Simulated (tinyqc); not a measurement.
Inside a calculation: bond-orbital model of a tetrahedral semiconductor (Harrison's universal couplings). Values are carried at full precision from step to step, so a last printed digit may differ when a step is redone from the rounded ones.

Hybrid level eh = (es + 3 ep)/4; metallic energy V1 = (ep - es)/4 for each atom; covalent energy V2 = 3.22 hbar^2/(m d^2); polar energy V3 = (ehc - eha)/2; hbar^2/m = 2c, c = hbar^2/2m0. Polarity ap = V3/sqrt(V2^2 + V3^2), covalency ac = V2/sqrt(V2^2 + V3^2). p-p coupling at Gamma Exx = (4/3)(2.22 - 2 x 0.63) hbar^2/(m d^2) = 1.28 hbar^2/(m d^2), s-s coupling Ess = 4 x 1.32 hbar^2/(m d^2).

Constants: hbar^2/2m0 = 3.80998211 eV angstrom^2.

Inputs chosen for the exercise (near tabulated values for GaSb; the model gives trends, and its gaps can be far from the real ones; the results hold for these values, not for the real material): esc = -11.42 eV (s level, cation); epc = -5.65 eV (p level, cation); esa = -16.06 eV (s level, anion); epa = -8.25 eV (p level, anion); d = 2.63 angstrom (bond length); Z = 5 (valence electrons of the anion).

## The three energies

Form the hybrid levels, V1, V2 and V3.

hbar^2/(m d^2) = 1.1016 eV

hybrid levels (eV): cation -7.0925, anion -10.2025

V1 (eV): cation 1.4425, anion 1.9525

V2, V3 (eV): 3.5473  1.5550

## Bond and antibond

The 2 x 2 problem [[ehc, -V2], [-V2, eha]] gives (ehc + eha)/2 -/+ sqrt(V2^2 + V3^2); ap = V3/sqrt(V2^2 + V3^2), ac = V2/sqrt(V2^2 + V3^2); the bond has weight (1 + ap)/2 on the anion.

levels (eV): bond -12.5207, antibond -4.7743

ap = 0.4015
ac = 0.9159
weight on the anion = 0.7007

## Charges

With dZ = Z - 4: effective charge Z* = 4 ap - dZ (positive on the cation); transverse charge eT* = Z* + (8/3) ap ac^2.

Z* = 0.606 e
eT* = 1.504 e

Charge that flows along the bonds as they stretch adds 0.90 e to the static value.

## Metallicity and a gap from the bond picture

Neighbouring bonds couple through V1: averaged V1b = V1c (1 - ap)/2 + V1a (1 + ap)/2 for the bond band and V1x = V1c (1 + ap)/2 + V1a (1 - ap)/2 for the antibond band. The top of the bond band lies V1b above the bond level and the bottom of the antibond band 3 V1x below the antibond level, so the gap is 2 sqrt(V2^2 + V3^2) - V1b - 3 V1x; metallicity am = (V1b + 3 V1x)/(2 sqrt(V2^2 + V3^2)).

V1b, V1x (eV): 1.7999  1.5951

gap = 1.161 eV
am = 0.850

The gap closes where am reaches one. The model gives trends; its gap can miss the real one by a factor of two to five, most in ratio for narrow gaps and most in eV for first-row compounds.

## Band edges at Gamma

Ev is the lower root of [[epa, Exx], [Exx, epc]] and the s-like conduction level the upper root of [[esa, Ess], [Ess, esc]], with Exx = 1.28 u and Ess = 5.28 u, u = hbar^2/(m d^2).

Exx, Ess (eV): 1.4101  5.8167

Ev = -8.868 eV
s-like conduction level = -7.478 eV
E0 gap = 1.390 eV

Universal couplings give the trend of E0 from compound to compound, not its value; it can miss by several eV and by a factor of two or more, and spin-orbit coupling is left out.

## Checks

- Bond level from the formula against the 2 x 2 matrix: both -12.5207.

Program tinyqc; command `OMP_NUM_THREADS=1 python tinyqc.py 1482563 1482564 out.jsonl`; about 0.01 s on one thread of a shared Intel(R) Xeon(R) Processor @ 2.30GHz.
